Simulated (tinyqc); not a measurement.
Froehlich polaron in a polar crystal: one step, computed by the program tinyqc. Command: `OMP_NUM_THREADS=1 python tinyqc.py 3016335 3016336 out.jsonl frohlich walk`. One thread of a shared host (Intel(R) Xeon(R) Processor @ 2.30GHz), about 0.04 s of CPU time with the checks.

One electron in a parabolic band of mass m*, coupled to dispersionless LO phonons in the continuum model. Energies are in units of hbar omega unless marked, wave numbers in k_0 = sqrt(2 m* omega/hbar).

Problem. Coupling constant and length scale. 1/eps* = 1/eps_inf - 1/eps_s; k_0 = sqrt(2 m* omega/hbar) = sqrt(m* hbar omega / (hbar^2/(2 m_0))) with m* in m_0; alpha = (e^2/(4 pi eps_0)) k_0/(2 eps* hbar omega); polaron length 1/k_0.

Inputs (values chosen for the exercise, modelled on cadmium telluride): band mass m* = 0.0896 m_0; LO phonon energy hbar omega = 21.7 meV; eps_inf = 7.26; static dielectric constant eps_s = 9.77.

Constants: hbar^2/(2 m_0) = 3.80998212 eV angstrom^2; e^2/(4 pi eps_0) = 14.39964548 eV angstrom.

Give: eps*; k_0; coupling constant alpha; polaron length 1/k_0.

Solution.

eps* = 28.26

k_0 = 0.02259 1/angstrom

coupling constant alpha = 0.2652

polaron length 1/k_0 = 44.27 angstrom

Weak coupling: perturbation theory should serve.
